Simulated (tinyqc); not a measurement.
# Internal photoemission over an interface barrier: threshold and yield against field

Electrons are excited from a metal over the barrier Phi(F) = P0 - sqrt(q F/(4 pi eps0 ei)), whose top lies at xm = sqrt(q/(16 pi eps0 ei F)). The yield is Y = A (hv - Phi)^p exp(-xm/l), with A = 1 here.

The yield is taken at hv = 3.38 eV.

Values chosen for this exercise; dielectric values close to those of aluminium oxide: barrier at zero field P0 = 3.08 eV; image-force permittivity ei = 3.31; exponent of the yield p = 2; scattering length in the image well l = 4.7 nm.

Constants: q = 1.602176634e-19 C, eps0 = 8.8541878128e-14 F/cm where lengths are in cm. Results are converted to the units shown.

Threshold and yield against field:
```
F (MV/cm)	sqrt(F) ((MV/cm)^0.5)	Phi (eV)	xm (nm)	Y
0.1	0.31623	3.0140	3.2979	0.066394
0.19	0.43589	2.9891	2.3925	0.091852
0.35	0.59161	2.9566	1.7628	0.12320
0.64	0.80000	2.9131	1.3036	0.16516
1.2	1.0954	2.8515	0.95201	0.22808
2.1	1.4491	2.7777	0.71965	0.31122
3.9	1.9748	2.6681	0.52808	0.45294
7.2	2.6833	2.5203	0.38866	0.68037
```

Phi is linear in sqrt(F) with slope -0.209 eV and intercept P0 = 3.08 eV. The yield grows by a factor of 10.2, of which 1.86 comes from less scattering, as xm shrinks from 3.30 to 0.389 nm, and the rest from the lower barrier. For F = 7.2 xm is within about two atomic layers of the interface, where the classical image potential fails.

Computed by the program tinyqc: `OMP_NUM_THREADS=1 python tinyqc.py 2410033 2410034 out.jsonl`, one thread of a shared Intel Xeon 2.30GHz, about 0.01 s for the whole run.
